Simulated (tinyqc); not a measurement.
From results back to parameters: inversion layer as a triangular well, valleys of the Si type. Three cases, with inputs chosen for the exercise.

Problem. The spacing of the two lowest levels of one ladder was computed from a hidden sheet density Ns.

The field is taken as constant, e F = 4 pi (e^2/4 pi eps0)(Nd + eta Ns)/eps, with 1e12/cm^2 = 1e-4/angstrom^2, and the oxide as a hard wall at z = 0; c = hbar^2/2m0.

Level j of a valley lies at E_j = a_j (c (e F)^2/m_z)^(1/3) above the band edge at the surface, with the Airy zeros a_j = 2.338107, 4.087949, 5.520560, 6.786708, 7.944134, 9.022651, 10.040174, 11.008524, 11.936016, 12.828777, and has <z> = 2 E_j/(3 e F).

Constants: hbar^2/2m0 = 3.80998211 eV angstrom^2; e^2/(4 pi eps0) = 14.39964547 eV angstrom.

Find: F; Ns.

Method. e F = sqrt(m_z/c) [(E_1 - E_0)/(a_1 - a_0)]^(3/2), with a_0 and a_1 the first two zeros; then Ns = (eps e F/(4 pi e^2/4 pi eps0) - Nd)/eta.

Case 1.

Values chosen (near those of Si; shifted at random, so the results belong to these values and not to a real crystal): m_z = 0.2609 m0 (confinement mass); eps = 11.5 (dielectric constant); Nd = 0.82 x 1e12/cm^2 (depletion charge); eta = 0.75 (share of Ns in the effective field).

E_1 - E_0 = 75.1448 meV

Solution.

F = 0.2329 MV/cm
Ns = 0.88 x 1e12/cm^2

Case 2.

Values chosen (near those of Si; shifted at random, so the results belong to these values and not to a real crystal): m_z = 0.898 m0 (confinement mass); eps = 11.6 (dielectric constant); Nd = 0.48 x 1e12/cm^2 (depletion charge); eta = 0.5 (share of Ns in the effective field).

E_1 - E_0 = 47.2284 meV

Solution.

F = 0.2153 MV/cm
Ns = 1.80 x 1e12/cm^2

Case 3.

Values chosen (near those of Si; shifted at random, so the results belong to these values and not to a real crystal): m_z = 0.918 m0 (confinement mass); eps = 11.9 (dielectric constant); Nd = 0.96 x 1e12/cm^2 (depletion charge); eta = 0.5 (share of Ns in the effective field).

E_1 - E_0 = 53.1740 meV

Solution.

F = 0.2600 MV/cm
Ns = 1.50 x 1e12/cm^2

Computed by tinyqc, one run a case: `OMP_NUM_THREADS=1 python tinyqc.py N N+1 out.jsonl` with N = 1252442, 1252495, 1252525; one thread of a shared Intel(R) Xeon(R) Processor @ 2.30GHz, about 0.03 s a run at most.
